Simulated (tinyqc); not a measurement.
What moves the results: quantum-confined Stark effect in a modulator well. A value that a table varies takes the place of the one given here.

Envelopes on cells of 0.5 angstrom over the well |z| < L/2 and 45 angstrom of barrier on each side, psi = 0 beyond, psi'/m continuous (mean mass between points), c = hbar^2/2m0. The electron sees + e F z and the hole - e F z, each with its offset in the barriers; 1 kV/cm = 1e-5 eV/angstrom. Light holes, band mixing and escape by tunnelling are left out.

Exciton: in-plane function exp(-rho/lam), 1/mu = 1/me + 1/mp, E(lam) = c/(mu lam^2) - (q/eps) times the integral over k of Fm(k)(1 + (k lam/2)^2)^(-3/2), Fm(k) the double integral of psi_e^2 psi_h^2 exp(-k |z - z'|), q = e^2/(4 pi eps0); binding Eb = -E at the minimum. Line at Eg + E_e + E_h - Eb, strength proportional to overlap^2/lam^2.

Constants: hbar^2/2m0 = 3.80998211 eV angstrom^2; e^2/(4 pi eps0) = 14.39964547 eV angstrom; hc = 1239.841984 eV nm.

Values chosen for the exercise (near those of a GaAs well in AlGaAs; not measured data):
```
symbol  value                             unit      meaning
L       118                               angstrom  well width
Vc      0.269                             eV        conduction offset
Vv      0.138                             eV        heavy-hole offset
me      0.0694                            m0        electron, well
meb     0.0938                            m0        electron, barrier
mh      0.34                              m0        heavy hole along z, well
mhb     0.387                             m0        heavy hole, barrier
Eg      1.424                             eV        gap of the well
mp      0.153                             m0        heavy hole in the plane
eps     12.6                                        dielectric constant
Fs      (0, 17, 34, 51, 71, 91, 114)      kV/cm     fields
Ls      (50, 66, 84, 104, 126, 150, 170)  angstrom  widths
F_L     81                                kV/cm     field for this table
F       81                                kV/cm     field
```

## Raising the field

All quantities anew; shifts from zero field.

Results:
```
F (kV/cm)  dE_e (meV)  dE_h (meV)  Eb (meV)  line shift (meV)  overlap^2  relative strength
0                0.00        0.00      8.33              0.00      0.992              1.000
17              -0.31       -0.99      8.13             -1.10      0.910              0.882
34              -1.24       -3.70      7.68             -4.29      0.733              0.650
51              -2.75       -7.61      7.21             -9.24      0.554              0.443
71              -5.25      -13.24      6.72            -16.88      0.386              0.275
91              -8.44      -19.65      6.33            -26.09      0.265              0.171
114            -12.89      -27.72      5.97            -38.24      0.170              0.099
```

How do the results move?

The line shift grows with exponent 1.96 in F at low field and 1.70 at the end, as the carriers come up against opposite walls and the dipole begins to saturate. The hole gives 76 % of the level shift in the second row and 68 % in the last. The largest shift is 4.6 times the zero-field binding, yet 72 % of the binding survives, since the walls stop the field from pulling the pair apart. Half the strength is gone between 34 and 51 kV/cm.

## Width of the well

Zero-field line, its shift at F_L and the relative strength.

Results:
```
L (angstrom)  line at F = 0 (nm)  Eb (meV)  shift (meV)  relative strength  shift x strength (meV)
50                         819.0     10.16        -2.50              0.932                    2.33
66                         835.4      9.66        -4.75              0.828                    3.94
84                         846.6      9.14        -8.86              0.624                    5.52
104                        854.3      8.64       -15.47              0.362                    5.61
126                        859.6      8.16       -25.06              0.154                    3.87
150                        863.2      7.71       -37.89              0.047                    1.78
170                        865.3      7.38       -50.09              0.015                    0.73
```

What can be read from the table?

The shift grows with exponent 2.32 in L over the first two rows and 2.23 over the last two, against 4 for hard walls at second order; leakage lowers it in narrow wells and saturation in wide ones. The strength falls from 0.93 to 0.01, and the product of the two is largest at 104 angstrom.

## What each parameter does

Zero-field line, shift at F, overlap^2 and Eb at F. Each row changes one parameter from the base and keeps the others.

Results:
```
case              line (nm)  shift (meV)  overlap^2  Eb (meV)
base                  857.9       -21.31      0.320      6.51
L = 108 angstrom      855.4       -17.04      0.427      7.06
F = 65 kV/cm          857.9       -14.41      0.431      6.86
Vc = 0.215 eV         858.6       -22.00      0.304      6.41
Vv = 0.173 eV         857.8       -20.59      0.336      6.59
me = 0.0798 m0        859.4       -21.30      0.303      6.82
mh = 0.289 m0         857.5       -20.81      0.344      6.55
eps = 11.3            858.9       -20.89      0.320      7.69
```

How do the results move?

The largest shifts from the base row, up to three for each result and ties (the steps differ in size, so this ranks the rows, not the parameters). line (nm): L -2.5, me +1.4, eps +1.0; unchanged at the printed digits by F. shift (meV): F +6.90, L +4.27, Vv +0.72. overlap^2: F +0.111, L +0.107, mh +0.024; unchanged at the printed digits by eps. Eb (meV): eps +1.18, L +0.54, F +0.34.

tinyqc: `OMP_NUM_THREADS=1 python tinyqc.py 1280904 1280905 out.jsonl`; about 0.2 s, one thread, shared Intel(R) Xeon(R) Processor @ 2.30GHz.
